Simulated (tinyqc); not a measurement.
Capacitance measurement on a leaky thin oxide: effects of series resistance and leakage: one step of the calculation.

The device is a capacitance C in parallel with a leakage conductance G, in series with Rs and Ls. An impedance meter reports either a parallel pair (Cp, Gp) from Y = 1/Z = Gp + i w Cp or a series pair (Cs, Rm) from Z = Rm + 1/(i w Cs); w = 2 pi f, dissipation D = Gp/(w |Cp|).

Task. True capacitance and conductance. EOT = 3.9 tox/eox; CET = EOT + zc + zp; C = 3.9 eps0 A/CET; G = Jg A/Vs.

Values chosen for this exercise; values of the order met in thin-oxide MOS capacitors:
- eox = 24.9 (relative permittivity of the gate insulator (close to zirconium oxide))
- tox = 9.6 nm (insulator thickness)
- A = 100 um^2 (gate area)
- zc = 0.57 nm (oxide-equivalent thickness added by the accumulation layer)
- zp = 0.39 nm (oxide-equivalent thickness added by gate depletion)
- Jg = 0.0028 A/cm^2 (gate leakage current density, not matched to the thickness)
- Vs = 0.4 V (voltage for an e-fold rise of the leakage)

Constants: eps0 = 8.8541878128e-14 F/cm where lengths are in cm. Results are converted to the units shown.

Give: EOT; CET; C; G.

Result.

EOT = 1.504 nm
CET = 2.464 nm
C = 1.402 pF
G = 0.007000 uS

Program tinyqc, `OMP_NUM_THREADS=1 python tinyqc.py 2022204 2022205 out.jsonl`; Intel Xeon 2.30GHz, shared host, one thread, about 0.01 s.
